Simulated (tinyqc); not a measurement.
Field from the level spacing.

Inverse problem. In a triangular well E_k = a_k (C F^2/mz1)^(1/3), a_1 = 2.338107, a_2 = 4.087949, C = hbar^2/(2 m0), F in eV/nm (1 MV/cm = 0.1 eV/nm). Find F, E_1, the mean distance 2 E_1/(3 F) of the lowest level and the sheet charge eps0 eps_r F/q behind such a field.

Values chosen for this exercise:
- eps_r = 11.8 (relative permittivity)
- mz1 = 0.315 m0 (mass along z of valley set A (4 valley(s)))

Constants: q = 1.602176634e-19 C, hbar = 1.054571817e-34 J s, m0 = 9.1093837015e-31 kg, eps0 = 8.8541878128e-14 F/cm where lengths are in cm, hbar^2/(2 m0) = 0.0380998212 eV nm^2. Results are converted to the units shown.

spacing of the two lowest levels = 195.04081 meV

Solution. The spacing over a_2 - a_1 is the energy scale (C F^2/mz1)^(1/3), which gives F.

F = 1.070 MV/cm
E_1 = 260.6 meV
mean distance = 1.624 nm
sheet charge over q = 6.978e12 cm^-2

tinyqc, about 1 s, one thread, Intel Xeon 2.30GHz (shared host): `OMP_NUM_THREADS=1 python tinyqc.py 2160164 2160165 out.jsonl`
